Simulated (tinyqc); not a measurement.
## Slope factor and drain-induced lowering from three currents

Inverse problem. With source and body at 0 V, I = A exp((Vg + dd Vd)/(nf Vt)) (1 - exp(-Vd/Vt)). Find nf, the swing nf Vt ln 10 and dd.

Parameters, values chosen for the exercise: temperature T = 378 K.

Constants: q = 1.602176634e-19 C, kB = 1.380649e-23 J/K, Vt = kB T/q. Results are converted to the units shown.

currents at (Vg, Vd) = (0, 0.05), (0, 1.2) and (0.06, 1.2) V (nA/um): 0.79881964  3.8392667  15.336476

Solution. The pair at equal Vd gives nf; the pair at equal Vg, after dividing out the factors 1 - exp(-Vd/Vt), gives dd.

nf = 1.33
swing = 99.8 mV/decade
dd = 0.0500

Computed by the program tinyqc: `OMP_NUM_THREADS=1 python tinyqc.py 2242246 2242247 out.jsonl`, one thread of a shared Intel Xeon 2.30GHz, about 0.03 s for the whole run.
